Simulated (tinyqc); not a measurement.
Solubility, supersaturation, precipitation and gettering of an impurity in a silicon-like host: one step, computed by the program tinyqc. Command: `OMP_NUM_THREADS=1 python tinyqc.py 3016698 3016699 out.jsonl ripen walk`. One thread of a shared host (Intel(R) Xeon(R) Processor @ 2.30GHz), about 0.01 s of CPU time with the checks.

The wafer was saturated at T1 and is then held at T.

Question. Denuded zone. Near a surface held at C_eq(T) the excess decays by out-diffusion over sqrt(D t) and by capture over L_s = sqrt(D tau_f) = (4 pi n r_f)^(-1/2); the shorter length sets the depth from which the surface draws.

Inputs (values chosen for the exercise, modelled on gold in silicon):
```
quantity                      value        unit
temperature of saturation T1   1450           K
anneal temperature T            798           K
anneal time t                  3200           s
wafer thickness w               775  micrometre
```

Gettering: relaxation gettering at sinks.

D(T) = 2.832567e-11 cm^2/s

tau_f = 26794.43 s

Give: sqrt(D t); capture length L_s; L_s/w.

Answer.

sqrt(D t) = 3.0107 micrometre

capture length L_s = 8.7119 micrometre

L_s/w = 0.011241

In the time given a surface draws only from within about sqrt(D t), which is shorter than L_s; in a longer anneal the sinks would keep this depth to about L_s. Caution: the barrier to homogeneous nucleation is below 35 k_B T for these inputs, so new precipitates would form and outnumber the fixed sinks assumed here.
